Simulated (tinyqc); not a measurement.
Inside a calculation. Model: finite-difference solution of the diffusion equation on a small grid. Computed by tinyqc, a small Python program that keeps every step. Command: `OMP_NUM_THREADS=1 python tinyqc.py 3010913 3010914 out.jsonl fdiff walk`. One thread of a shared host (Intel(R) Xeon(R) Processor @ 2.30GHz), about 0.01 s of CPU time with the checks. Intermediate numbers are printed to about 5 digits and carried at full precision; extremes and crossings named in words are read from the listed rows.

dC/dt = D d2C/dx2 on nodes x_j = j dx, j = 0..8; the far end is sealed.

Inputs (values chosen for the exercise):
```
quantity         value    unit
diffusivity D       46  nm^2/s
grid spacing dx     10      nm
time step dt       2.3       s
final time t_f      69       s
loss velocity h   0.65    nm/s
```

Boundary at x = 0: surface loss. Scheme: explicit.

start values C_j, j = 0, 1, ... (% of a reference): 0.889  18.8  77  100  79.8  31.6  4.59  0  0

## Mesh ratio and operator

The operator M acts as (M C)_j = C_(j-1) - 2 C_j + C_(j+1); at the sealed far end a mirror node gives 2 C_(N-2) - 2 C_(N-1); at j = 0, the outward flux h C_0 gives 2 C_1 - (2 + 2 h dx/D) C_0. r = D dt/dx^2.

mesh ratio r = 1.058

operator M:
```
         0        1        2        3        4        5        6        7
0  -2.2826   2.0000   0.0000   0.0000   0.0000   0.0000   0.0000   0.0000
1   1.0000  -2.0000   1.0000   0.0000   0.0000   0.0000   0.0000   0.0000
2   0.0000   1.0000  -2.0000   1.0000   0.0000   0.0000   0.0000   0.0000
3   0.0000   0.0000   1.0000  -2.0000   1.0000   0.0000   0.0000   0.0000
4   0.0000   0.0000   0.0000   1.0000  -2.0000   1.0000   0.0000   0.0000
5   0.0000   0.0000   0.0000   0.0000   1.0000  -2.0000   1.0000   0.0000
6   0.0000   0.0000   0.0000   0.0000   0.0000   1.0000  -2.0000   1.0000
7   0.0000   0.0000   0.0000   0.0000   0.0000   0.0000   1.0000  -2.0000
8   0.0000   0.0000   0.0000   0.0000   0.0000   0.0000   0.0000   2.0000

         8
0   0.0000
1   0.0000
2   0.0000
3   0.0000
4   0.0000
5   0.0000
6   0.0000
7   1.0000
8  -2.0000
```

## Amplification factors

The mode of M with eigenvalue mu has its amplitude multiplied per step by g = (1 + (1 - theta) r mu)/(1 - theta r mu), with theta = 0 explicit, 1 implicit, 1/2 Crank-Nicolson; the explicit scheme is stable for r up to 2/|mu_min|.

eigenvalues mu of M: -4.0266  -3.8835  -3.4495  -2.8006  -2.0351  -1.2696  -0.6203  -0.1848  -0.0126

factors g: -3.2602  -3.1088  -2.6496  -1.9630  -1.1531  -0.3432  0.3438  0.8045  0.9866

largest stable r of the explicit scheme = 0.49669

The smallest factor is -3.260: its size exceeds 1, so the shortest wave grows.

## Time step 1

C at the start (%): 0.889  18.800  77.000  100.000  79.800  31.600  4.590  0.000  0.000

With r = D dt/dx^2: (1 - theta r M) C(new) = (1 + (1 - theta) r M) C(old); theta = 0 explicit, 1 implicit, 1/2 Crank-Nicolson.

C after step 1 (%): 38.523  61.426  39.758  54.294  50.176  54.019  28.310  4.856  0.000

## Time step 2

The formulas are those given above.

C after step 2 (%): 75.467  14.270  78.062  34.558  58.599  22.753  30.696  24.533  10.276

## All steps

The run takes n = round(t_f/dt) steps of length t_f/n. The dose is the trapezoidal sum of C dx; the error is the largest difference from exp(M D t/dx^2) C(0), the exact time evolution on the same grid.

Course of the run:
```
step  t (s)          C_1          C_4  dose (% nm)  largest error
1       2.3   6.1426e+01   5.0176e+01   3.1210e+03     2.2448e+01
2       4.6   1.4270e+01   5.8599e+01   3.0634e+03     3.9085e+01
3       6.9   1.4651e+02  -4.7612e+00   2.9506e+03     1.1452e+02
4       9.2  -2.8205e+02   1.9057e+02   3.0651e+03     3.8130e+02
5      11.5   1.0819e+03  -4.5212e+02   2.4396e+03     1.2243e+03
6      13.8  -3.3232e+03   1.6228e+03   4.2169e+03     3.9379e+03
7      16.1   1.0869e+04  -5.0975e+03  -1.7206e+03     1.2684e+04
...     ...          ...          ...          ...            ...
24     55.2  -4.9378e+12   2.7914e+12   2.0241e+12     5.7353e+12
25     57.5   1.5990e+13  -9.1266e+12  -6.5502e+12     1.8564e+13
26     59.8  -5.1793e+13   2.9837e+13   2.1203e+13     6.0102e+13
27     62.1   1.6780e+14  -9.7537e+13  -6.8650e+13     1.9464e+14
28     64.4  -5.4379e+14   3.1882e+14   2.2233e+14     6.3048e+14
29     66.7   1.7627e+15  -1.0420e+15  -7.2024e+14     2.0428e+15
30     69.0  -5.7149e+15   3.4052e+15   2.3337e+15     6.6204e+15
```

C at the end (%): 6.6204e+15  -5.7149e+15  4.8684e+15  -4.0919e+15  3.4052e+15  -2.8334e+15  2.4020e+15  -2.1331e+15  2.0417e+15

largest error at t_f = 6.6204e+15 %

final dose = 2.3337e+15 % nm

final C_4 = 3.4052e+15 %

The error grows by a factor near 3.26 a step with alternating sign from node to node: r = 1.06 exceeds the stability limit 0.497 of the explicit scheme.

Reruns converge with time step dt = 0.92; or with scheme = implicit; or with scheme = Crank-Nicolson. Reruns still fail with time step dt = 1.8.
